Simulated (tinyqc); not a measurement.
Crystal pulling from the melt: segregation, interface stability, heat balance and point-defect regime: one step, computed by the program tinyqc. Command: `OMP_NUM_THREADS=1 python tinyqc.py 3029865 3029866 out.jsonl pull walk`. One thread of a shared host (Intel(R) Xeon(R) Processor @ 2.30GHz), about 0.01 s of CPU time with the checks.

A dilute solute; steady pulling with a flat interface unless it is found unstable.

Problem. Boundary layer and effective coefficient. delta = 1.61 D^(1/3) nu^(1/6) omega^(-1/2), omega = 2 pi rpm/60; k_eff = k0/[k0 + (1 - k0) exp(-V delta/D)] (Burton, Prim and Slichter); the melt at the interface is enriched by k_eff/k0.

Inputs (values chosen for the exercise, modelled on antimony in silicon):
```
quantity                      value    unit
equilibrium coefficient k0    0.024       -
diffusivity in the melt D   0.00013  cm^2/s
kinematic viscosity nu       0.0027  cm^2/s
crystal rotation                 15     rpm
pull rate V                    0.91  mm/min
```

Give: boundary layer delta; V delta/D; k_eff; enrichment at the interface.

Solution.

boundary layer delta = 242.83 micrometre

V delta/D = 0.28331

k_eff = 0.031612

enrichment at the interface = 1.3172

k_eff has moved 0.8 % of the way from k0 to 1. A 10 % ripple of V gives striations of 2.74 % in C_s, since d ln k_eff/d ln V = (1 - k_eff) V delta/D.
